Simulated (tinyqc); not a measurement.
Comparisons within one model: Penn model of the dielectric constant and Phillips ionicity. A value that a table varies takes the place of the one given here.

n = 32/a^3; Ep^2 = 8 pi c e2 n with c = hbar^2/2m0, e2 = e^2/(4 pi eps0); EF = c (3 pi^2 n)^(2/3); eps = 1 + (Ep/Eg)^2 S with S = 1 - Eg/(4 EF) + (Eg/(4 EF))^2/3, Eg the Penn gap. Core d shells are left out.

Phillips: bond length d = sqrt(3) a/4; homopolar gap Eh = 39.74 d^(-2.48) eV (d in angstrom); Eg^2 = Eh^2 + C^2; ionicity fi = C^2/Eg^2.

Constants: hbar^2/2m0 = 3.80998211 eV angstrom^2; e^2/(4 pi eps0) = 14.39964547 eV angstrom.

Values chosen for the exercise (out of a larger set: near those of SiC; not measured data): a = 4.354 angstrom (cubic lattice constant, 32 valence electrons a cell); C0 = 3.67 eV (ionic gap, held fixed); ei = 6.52 (high-frequency dielectric constant).

## Dielectric constant under pressure

The lattice constant is scaled by the factor listed; C = C0.

Results:

| factor | Eh (eV) | Eg (eV) | Ep (eV) | eps | fi |
|---|---|---|---|---|---|
| 0.94 | 9.614 | 10.291 | 25.369 | 6.393 | 0.127 |
| 0.96 | 9.125 | 9.835 | 24.581 | 6.544 | 0.139 |
| 0.98 | 8.670 | 9.415 | 23.832 | 6.690 | 0.152 |
| 0.99 | 8.454 | 9.217 | 23.472 | 6.759 | 0.159 |
| 1.00 | 8.246 | 9.026 | 23.121 | 6.827 | 0.165 |
| 1.01 | 8.045 | 8.843 | 22.778 | 6.893 | 0.172 |
| 1.02 | 7.851 | 8.667 | 22.444 | 6.957 | 0.179 |
| 1.04 | 7.482 | 8.334 | 21.800 | 7.078 | 0.194 |

What does this show, and why?

d ln eps/d ln a = +0.98 around factor 1: eps falls under compression. Ep^2 goes as a^-3 and Eh^2 as a^-4.96; with C fixed Eg^2 goes as a^-4.14 at fi = 0.165, and leaving S aside the two powers balance at fi = 0.395. The slope is a difference of two powers and the model omits d shells and any change of C, so it is no prediction for a real crystal; eps from C0 (row 1.00) need not match a measured ei.

## What moves the Penn gap and the ionicity

Eg from ei; fi = 1 - (Eh/Eg)^2, printed even where negative. Each row changes one parameter from the base and keeps the others.

Results:

| case | Ep (eV) | Eg (eV) | Eh (eV) | fi |
|---|---|---|---|---|
| base | 23.121 | 9.260 | 8.246 | 0.207 |
| a = 4.441 angstrom | 22.445 | 8.984 | 7.852 | 0.236 |
| ei = 5.87 | 23.121 | 9.821 | 8.246 | 0.295 |

What can be read from the table?

The largest shifts from the base row, up to three for each result and ties (the steps differ in size, so this ranks the rows, not the parameters). Ep (eV): a -0.676; unchanged at the printed digits by ei. Eg (eV): ei +0.562, a -0.276. Eh (eV): a -0.395; unchanged at the printed digits by ei. fi: ei +0.088, a +0.029. With the tabulated Phillips C of about 3.9 eV, fi would be 0.18; this model leaves out the d-shell factor.

Computed by tinyqc, a small Python program: `OMP_NUM_THREADS=1 python tinyqc.py 1682110 1682111 out.jsonl` (the numbers bound the seed that draws the inputs); one thread of a shared host (Intel(R) Xeon(R) Processor @ 2.30GHz), about 0.01 s for the whole set of steps.
